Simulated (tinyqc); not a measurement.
Electroplating on a thin resistive seed layer: kinetics, Wagner number and the terminal effect across a wafer: one step, computed by the program tinyqc. Command: `OMP_NUM_THREADS=1 python tinyqc.py 3121390 3121391 out.jsonl terminal walk`. One thread of a shared host (Intel(R) Xeon(R) Processor @ 2.30GHz), about 0.02 s of CPU time with the checks.

Current enters the seed at the rim. The bath is treated as a local resistance per area (no lateral flow in the liquid), two electrons per ion, molar volume 7.11 cm^3/mol, Faraday constant F = e N_A, kinematic viscosity 0.01 cm^2/s, omega = 2 pi x rpm/60; k_B T/e is in volts.

Problem. Linear estimate of the terminal effect. Linearised: with R_t = kinetic + bath resistance the current density obeys (1/r)(r i')' = i R_s/R_t, so i = A I_0(r/l), l = sqrt(R_t/R_s); with x = R/l, edge/centre = I_0(x) and edge/mean = x I_0(x)/(2 I_1(x)). Voltage drop in the seed for a uniform current: i R_s R^2/4.

Inputs (values chosen for the exercise, of the order of those for copper plating on a thin cobalt or ruthenium seed): wafer radius R = 15 cm; mean current density = 3.6 mA/cm^2; temperature T = 298 K.

kinetic resistance = 8.392044 ohm cm^2

bath resistance R_b = 387.0968 ohm cm^2

sheet resistance R_s = 2.794118 ohm/square

Give: length l; x = R/l; edge over centre, linear; edge over mean, linear; drop for uniform current.

Solution.

length l = 11.90 cm

x = R/l = 1.261

edge over centre, linear = 1.439

edge over mean, linear = 1.187

drop for uniform current = 565.8 mV
